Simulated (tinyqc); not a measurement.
Inside a calculation. Model: energy and delay of logic against supply voltage.

tinyqc, about 0.01 s, one thread, Intel Xeon 2.30GHz (shared host): `OMP_NUM_THREADS=1 python tinyqc.py 2082153 2082154 out.jsonl` Printed values are rounded.

One expression serves below and above threshold: I(Vg) = Ik [ln(1 + exp((Vg - VT + dd V)/(al nf Vt)))]^al, with I_on = I(V) and I_off = I(0). Gate delay td = kd C V/I_on, clock period LD td. Per gate and cycle the switching energy is act C V^2 and the leakage energy I_off V LD td. No short-circuit current, no variation. Minima are sought above 0.09 V; below a few Vt gates no longer switch and the model has no meaning.

Values chosen for this exercise; values of the order met in logic technologies: temperature T = 378 K; threshold voltage at zero drain bias VT = 0.43 V; slope factor nf = 1.19; barrier lowering per volt of supply dd = 0.1; specific current of a gate Ik = 2.4 uA; exponent of the current law al = 1.6; load capacitance of a gate C = 2.6 fF; delay factor kd = 0.6; logic depth LD = 20; activity factor act = 0.1; supply voltage V = 0.64 V.

Constants: q = 1.602176634e-19 C, kB = 1.380649e-23 J/K, Vt = kB T/q. Results are converted to the units shown.

## Currents, delay and energies

I_on, I_off, td, clock frequency 1/(LD td), both energies and their sum.

I_on = 25.9683 uA
I_off = 0.189934 nA
td = 38.4468 ps
clock frequency = 1.30050 GHz
switching energy = 106.496 aJ
leakage energy = 0.0934700 aJ
energy = 106.589 aJ

I_on/I_off = 1.37e5; leakage makes up 0.0877 % of the energy.

## Starting value

V = 0.17 V.

V at the start = 0.17 V

## Iteration 1: new V

Minimum-energy supply: E(V) is the energy per gate and cycle; with h = 0.001 V, E' = (E(V + h) - E(V - h))/(2 h), E'' = (E(V - h) - 2 E(V) + E(V + h))/h^2, V(new) = V - E'/E''.

E' = -68.3896 aJ/V
E'' = 1943.44 aJ/V^2
V after iteration 1 = 0.205190 V

## Iteration 2: new V

As before.

E' = 1.19660 aJ/V
E'' = 1896.86 aJ/V^2
V after iteration 2 = 0.204559 V

## Course of the iteration

Stop when the step is below 1e-9 V, or after 40 iterations.

Course of the iteration:
```
iteration  V before the step (V)  step (V)
1                           0.17    0.0352
2                       0.205190  -6.31e-4
3                       0.204559   9.39e-7
4                       0.204560  1.24e-11
```

Converged in 4 iterations. There leakage makes up 38.7 % of the energy and the clock runs at 1.85 MHz.
